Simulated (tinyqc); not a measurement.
Comparisons within one model: propagation of a band-gap error through k.p and effective-mass formulas. A value that a table varies takes the place of the one given here.

Chain, for a gap E (the reference Eg or another value), with Ep and Dso kept: 1/me = 1 + Ep (E + 2 Dso/3)/(E (E + Dso)); g* = 2 - 2 Ep Dso/(3 E (E + Dso)); g1(E) = g1 + (Ep/3)(1/E - 1/Eg), g2(E) = g2 + (Ep/6)(1/E - 1/Eg), light hole 1/(g1 + 2 g2), heavy hole 1/(g1 - 2 g2) along [100]; optical constant ei(E) = 1 + (ei - 1)(EP/(EP + E - Eg))^2, static e0(E) = ei(E) + e0 - ei.

Donor: R = Ry me/e0^2, a_B = a0 e0/me, Mott density (0.26/a_B)^3. Nc, Nv = 2 (m kT/(4 pi c))^(3/2), c = hbar^2/2m0, ni = sqrt(Nc Nv) exp(-E/2kT). Exciton: Ry mu/e0^2 with 1/mu = 1/me + g1(E). 1 angstrom^-3 = 1e24 cm^-3.

Constants: Ry = 13.60569312 eV; a0 (Bohr radius) = 0.5291772105 angstrom; kB = 8.617333262e-05 eV/K; hbar^2/2m0 = 3.80998211 eV angstrom^2.

Inputs chosen for the exercise (reference values near those of InP, gap at low temperature; the results hold for these values, not for the real material):
```
symbol  value  unit  meaning
Eg      1.438  eV    gap at Gamma to the s-like level
Dso     0.11   eV    spin-orbit splitting
Ep      20.8   eV    Kane energy
g1      5.07         Luttinger gamma1
g2      1.6          gamma2
e0      12.58        static dielectric constant
ei      9.63         optical dielectric constant
EP      5.12   eV    mean (Penn) gap
mh      0.39   m0    density-of-states mass of the holes
T       77     K     temperature
Eg2     0.618  eV    a wrong gap, of the size a semi-local functional can give
```

## The size of the error

E = f Eg; ratios against f = 1.

Results:
```
f     E (eV)  me ratio  light-hole ratio  e0 ratio  donor ratio  Mott ratio      g*  log10 ni ratio
0.25   0.359     0.278             0.222     1.415        0.139     0.00761  -7.037           34.88
0.40   0.575     0.429             0.364     1.306        0.252      0.0355  -1.870           27.96
0.60   0.863     0.625             0.563     1.185        0.445       0.147   0.183           18.67
0.80   1.150     0.815             0.774     1.084        0.693       0.425   0.948            9.35
1.00   1.438     1.000             1.000     1.000        1.000        1.00   1.315            0.00
1.20   1.726     1.180             1.241     0.929        1.368        2.05   1.518           -9.36
1.50   2.157     1.442             1.636     0.841        2.037        5.03   1.688          -23.41
2.00   2.876     1.857             2.398     0.732        3.464        16.3   1.822          -46.86
```

What does this show, and why?

Between f = 0.8 and 1.2 the mean powers d ln(ratio)/d ln f are 0.91 for me, 1.16 for the light hole, -0.38 for e0, 1.67 for the donor energy and 3.88 for the Mott density; ni moves by -3.25 decades per 0.1 eV, against -0.1 eV/(2 kT ln 10) = -3.27 from the exponential alone, the rest coming from Nc through me^(3/4). g* changes sign between f = 0.40 and 0.60; the place of this zero hangs on remote bands, which are left out.

## What each input does

All at E = Eg2. Each row changes one parameter from the base and keeps the others.

Results:
```
case            me (m0)  light hole (m0)     e0  donor (meV)  exciton (meV)  log10 ni
base             0.0303           0.0475  16.19        1.576          1.169    -3.156
Eg2 = 0.569 eV   0.0281           0.0435  16.47        1.410          1.045    -1.577
Dso = 0.101 eV   0.0302           0.0475  16.19        1.570          1.166    -3.157
Ep = 22.464 eV   0.0282           0.0453  16.19        1.462          1.093    -3.180
g1 = 5.476       0.0303           0.0466  16.19        1.576          1.158    -3.156
EP = 5.53 eV     0.0303           0.0475  15.85        1.644          1.220    -3.156
ei = 8.86        0.0303           0.0475  15.86        1.640          1.217    -3.156
mh = 0.421 m0    0.0303           0.0475  16.19        1.576          1.169    -3.131
T = 83.16 K      0.0303           0.0475  16.19        1.576          1.169    -1.608
```

How do the results move?

The largest shifts from the base row, up to three for each result and ties (the steps differ in size, so this ranks the rows, not the parameters). me (m0): Eg2 -0.0022, Ep -0.0022, Dso -0.0001; unchanged at the printed digits by g1, EP, ei, mh and T. light hole (m0): Eg2 -0.0040, Ep -0.0022, g1 -0.0009; unchanged at the printed digits by Dso, EP, ei, mh and T. e0: EP -0.34, ei -0.32, Eg2 +0.28; unchanged at the printed digits by Dso, Ep, g1, mh and T. donor (meV): Eg2 -0.166, Ep -0.113, EP +0.068; unchanged at the printed digits by g1, mh and T. exciton (meV): Eg2 -0.124, Ep -0.076, EP +0.051; unchanged at the printed digits by mh and T. log10 ni: Eg2 +1.579, T +1.548, mh +0.025; unchanged at the printed digits by g1, EP and ei.

Run: tinyqc, `OMP_NUM_THREADS=1 python tinyqc.py 1881214 1881215 out.jsonl`; Intel(R) Xeon(R) Processor @ 2.30GHz, one thread, shared host; about 0.01 s of CPU time with all checks.
